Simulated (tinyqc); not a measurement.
What moves the results: static screening by free carriers. A value that a table varies takes the place of the one given here.

kF = (3 pi^2 n/Mv)^(1/3), EF = c kF^2/m with c = hbar^2/2m0, n in 1/angstrom^3 (1e-24 per 1/cm^3), e2 = e^2/(4 pi eps0). Thomas-Fermi: qTF^2 = 6 pi e2 n/(eps EF). Debye: qD^2 = 4 pi e2 n/(eps kB T).

F_j(eta) = (1/Gamma(j + 1)) integral_0^infinity x^j dx/(1 + exp(x - eta)), which tends to exp(eta) for eta << 0.

At finite T: qs^2 = qD^2 F_-1/2(eta)/F_1/2(eta), where n = Mv N F_1/2(eta) and N = 2 (m kB T/(4 pi c))^(3/2) with c = hbar^2/2m0, in 1/angstrom^3; times 1e24 for 1/cm^3.

Donor in the screened potential -(e2/eps) exp(-qs r)/r with the trial function exp(-r/a): E(a) = c/(m a^2) - (e2/eps) 4/(a (2 + qs a)^2), e2 = e^2/(4 pi eps0), c = hbar^2/2m0; isotropic mass.

Constants: hbar^2/2m0 = 3.80998211 eV angstrom^2; e^2/(4 pi eps0) = 14.39964547 eV angstrom; kB = 8.617333262e-05 eV/K; a0 (Bohr radius) = 0.5291772105 angstrom.

Values chosen for the exercise (near those of Si; the results hold for these values, not for the real material): m = 0.3189 m0 (mass of one isotropic valley); Mv = 6 (valleys); eps = 11.5 (background dielectric constant); T = 200 K; n = 1.3e+19 1/cm^3 (carrier density).

## Screening unbinds the donor

All carriers n are taken as free and screen with qs(T); E(a) is minimised over a; a dash marks no bound state. aB = a0 eps/m.

Donor level:
```
n (1/cm^3),n^(1/3) aB,qs aB,E (meV),a/aB
1.0e+15,0.019,0.018,-31.63,1.000
9.0e+15,0.040,0.055,-29.36,1.002
5.0e+16,0.070,0.129,-25.11,1.011
1.0e+17,0.089,0.182,-22.33,1.021
4.0e+17,0.141,0.363,-14.35,1.077
1.0e+18,0.191,0.570,-7.58,1.190
3.0e+18,0.275,0.965,-0.32,1.828
6.0e+18,0.347,1.322,-,-
```

aB = 19.1 angstrom

What does this show, and why?

The level rises from -31.63 meV at the lowest density to -0.32 meV at 3e+18 1/cm^3, against -32.81 meV unscreened. The trial function finds no bound state from 6e+18 1/cm^3 on, where qs aB = 1.32 and n^(1/3) aB = 0.35. This trial function loses binding at qs aB = 1 and the exact Yukawa problem at 1.19; the Mott rule of thumb is n^(1/3) aB = 0.26, which the last bound row of this table passes: the rule belongs to low temperature, and thermal carriers screen more weakly.

## From Debye to Thomas-Fermi

Screening lengths (angstrom):
```
n (1/cm^3),eta,Debye,Thomas-Fermi,finite T
4.0e+16,-5.91,165.5,20.71,165.6
3.0e+17,-3.89,60.42,14.80,60.64
1.0e+18,-2.67,33.10,12.11,33.49
6.0e+18,-0.76,13.51,8.986,14.44
2.0e+19,0.77,7.400,7.352,8.948
7.0e+19,3.14,3.956,5.967,6.247
3.0e+20,8.91,1.911,4.682,4.707
9.0e+20,18.69,1.103,3.898,3.903
```

How do the results move?

Debye is within 5 % of the finite-T length up to 1e+18 1/cm^3 of the densities listed and Thomas-Fermi from 7e+19 on. The length goes as n^-0.50 at the low end and n^-0.17 at the high end, against the limits -1/2 and -1/6. Both limits give too short a length.

## What sets the screening length

All results formed anew. Each row changes one parameter from the base and keeps the others.

Results:
```
case,Debye (angstrom),Thomas-Fermi (angstrom),finite T (angstrom)
base,9.179,7.899,10.48
n = 2.6e+19 1/cm^3,6.491,7.037,8.196
m = 0.4146 m0,9.179,6.928,10.08
eps = 13.8,10.06,8.653,11.48
T = 260 K,10.47,7.899,11.50
Mv = 7,9.179,7.504,10.31
```

What does this show?

The largest shifts from the base row, up to three for each result and ties (the steps differ in size, so this ranks the rows, not the parameters). Debye (angstrom): n -2.69, T +1.29, eps +0.876; unchanged at the printed digits by m and Mv. Thomas-Fermi (angstrom): m -0.971, n -0.862, eps +0.754; unchanged at the printed digits by T. finite T (angstrom): n -2.29, T +1.01, eps +1.00.

Run: tinyqc, `OMP_NUM_THREADS=1 python tinyqc.py 1680503 1680504 out.jsonl`; Intel(R) Xeon(R) Processor @ 2.30GHz, one thread, shared host; about 0.01 s of CPU time with all checks.
